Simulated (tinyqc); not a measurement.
Worked calculation: three-level Kane dispersion of a narrow-gap semiconductor. Values are carried at full precision from step to step, so a last printed digit may differ when a step is redone from the rounded ones.

Zero of energy at Gamma8, c = hbar^2/2m0, P^2 = Ep c. The free-electron term and remote bands are left out, so the heavy holes are flat at E = 0 and the other three bands obey E (E - Eg)(E + Dso) = P^2 k^2 (E + 2 Dso/3). The conduction band is the highest root; its edge is Ec = max(Eg, 0).

Constants: hbar^2/2m0 = 3.80998211 eV angstrom^2; hbar = 6.58211957e-16 eV s; e^2/(4 pi eps0) = 14.39964547 eV angstrom; muB = 5.788381798e-05 eV/T.

Parameters, chosen for this exercise (near those of InAs; not measured data): Eg = 0.433 eV (E(Gamma6) - E(Gamma8)); Dso = 0.38 eV (spin-orbit splitting); Ep = 20.9 eV (Kane energy); k = 0.038 1/angstrom (wave vector); n = 1e+18 cm^-3 (electron density); eps = 12.5 (high-frequency dielectric constant); B = 1.2 T (magnetic field).

## The three bands at one k

Expand the equation into E^3 + a2 E^2 + a1 E + a0 = 0 and give its roots; compare with the two-level form (Dso to infinity) E = Eg/2 +/- sqrt(Eg^2/4 + (2/3) P^2 k^2).

P^2 k^2 = 0.114984 eV^2

a2, a1, a0: -0.053000  -0.279524  -0.029129

roots (eV): -0.4354  -0.1115  0.5999

two-level form (eV): -0.1350  0.5680

The two-level form misses the highest root by -31.9 meV. The order is normal: Gamma6 forms the conduction band.

## Mass at the edge and limiting velocity

m0* = Eg (Eg + Dso)/(Ep (Eg + 2 Dso/3)). In the two-level form the velocity tends to v = sqrt(2/3) P/hbar, and |Eg| = 2 m v^2 with m = 3 |Eg|/(2 Ep), as for a relativistic particle. 1 angstrom = 1e-10 m.

m0* = 0.02454 m0
P = 8.9235 eV angstrom
v = 1.107e+06 m/s
k at which the linear part sets in, |Eg|/(2 hbar v) = 0.02971 1/angstrom

## Fermi level and mass at a given density

Degenerate electrons at T = 0: kF = (3 pi^2 n)^(1/3), 1 cm^-3 = 1e-24 angstrom^-3; EF is the highest root at kF. The momentum (cyclotron, optical) mass is m(E) = hbar^2 k/(dE/dk) = c d(k^2)/dE with d(k^2)/dE = k^2 [1/E + 1/(E - Eg) + 1/(E + Dso) - 1/(E + 2 Dso/3)]; the density of states is k d(k^2)/dE/(2 pi^2).

Edge mass m0* = Eg (Eg + Dso)/(Ep (Eg + 2 Dso/3)).

Compare EF - Ec with the parabolic value c kF^2/m0*.

kF = 0.03094 1/angstrom
EF - Ec = 0.1193 eV
parabolic value = 0.1486 eV
m(EF) = 0.03657 m0
m(EF)/m0* = 1.490
density of states at EF = 1.504e+19 1/(eV cm^3)

The parabola overstates EF - Ec by a factor of 1.25; (EF - Ec)/|Eg| = 0.28, and the two-level rule 1 + 2 (EF - Ec)/|Eg| = 1.551 estimates the mass ratio.

## Plasma and cyclotron energies

hbar wp = sqrt(8 pi c (e^2/4 pi eps0) n/(eps m)), hbar wc = 2 muB B/m (classical limit), with m = m(EF) and, for comparison, the edge mass; n in angstrom^-3.

hbar wp with m(EF), with m0* (meV): 54.92  67.04

hbar wc with m(EF), with m0* (meV): 3.80  5.66

EF - Ec = 119.3 meV is 31 times hbar wc, so the classical value applies.

## Checks

- Roots of the cubic against the 8 x 8 Kane matrix without remote terms: they agree to 1e-10 or better.
- m(E) near the edge against m0*: both 0.02454.

tinyqc: `OMP_NUM_THREADS=1 python tinyqc.py 1050510 1050511 out.jsonl`; about 0.01 s, one thread, shared Intel(R) Xeon(R) Processor @ 2.30GHz.
